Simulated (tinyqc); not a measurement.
Impurity fraction: conduction-band anticrossing with a localised impurity level.

Host conduction band EM(k) = Eg - al x + c k^2/mM, c = hbar^2/2m0, coupled to a flat level EI by V = C sqrt(x): H = [[EM, V], [V, EI]], E+/- = (EM + EI)/2 +/- sqrt((EM - EI)^2/4 + V^2). The host weight of a state at E is f = 1/(1 + V^2/(E - EI)^2), and its mass at k = 0 is mM/f. The gap is E-(0), the valence top staying at 0.

Constants: hbar^2/2m0 = 3.80998211 eV angstrom^2.

Parameters, chosen for this exercise (host near InP; shifted at random, so the results belong to these values and not to a real crystal): Eg = 1.434 eV (gap at Gamma to the s-like level); mM = 0.0786 m0 (mass of the host band); EI = 1.596 eV (impurity level, from the valence top of the host); C = 2.06 eV (coupling); al = 0.36 eV (linear shift of the host edge).

The last column is the bowing that a quadratic law would need at that x, (Eg - gap)/(x (1 - x)), with equal end gaps.

Results:
```
x (%)  E- (eV)  E+ (eV)  gap (eV)  host weight of E-  mass of E-  bowing (eV)
0.1     1.4107   1.6189    1.4107              0.890      0.0883         23.3
0.2     1.3917   1.6375    1.3917              0.831      0.0946         21.2
0.5     1.3470   1.6812    1.3470              0.745      0.1055         17.5
1.0     1.2912   1.7352    1.2912              0.686      0.1145         14.4
2.0     1.2080   1.8148    1.2080              0.639      0.1229         11.5
3.0     1.1425   1.8767    1.1425              0.618      0.1273         10.0
5.0     1.0367   1.9753    1.0367              0.596      0.1319          8.4
8.0     0.9102   2.0910    0.9102              0.581      0.1353          7.1
```

The apparent bowing falls from 23.3 to 7.1 eV, so no single constant describes the gap: the part from the coupling goes as x while V is small against |EM - EI| and as sqrt(x) beyond (V = |Eg - EI| near x = 0.62 %), with the linear term al x on top; the fall of the gap goes as the power 0.86 of x between the first two rows and 0.59 between the last two. The mass of E- goes from 0.0883 to 0.1353, higher although the gap falls, against the usual k.p trend; with al = 0 the weight tends to 1/2 at large x.

Program tinyqc; command `OMP_NUM_THREADS=1 python tinyqc.py 1080599 1080600 out.jsonl`; about 0.01 s on one thread of a shared Intel(R) Xeon(R) Processor @ 2.30GHz.
